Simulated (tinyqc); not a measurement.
Scale length and length offset from two DIBL values.

Problem. DIBL = exp(-Le/(2 l)) + 2 exp(-Le/l) with Le = L - dL. Find l, dL and the drawn length for a DIBL of 100 mV/V.

DIBL at drawn lengths 45 and 67 nm (mV/V): [92.337485, 22.060564]

Answer. With e = exp(-Le/(2 l)), 2 e^2 + e = DIBL gives e and so Le/l at each length; Le/l is a straight line in L with slope 1/l.

l = 8.300 nm
dL = 3.000 nm
length for 100 mV/V = 43.84 nm

Computed by the program tinyqc: `OMP_NUM_THREADS=1 python tinyqc.py 2002178 2002179 out.jsonl`, one thread of a shared Intel Xeon 2.30GHz, about 0.01 s for the whole run.
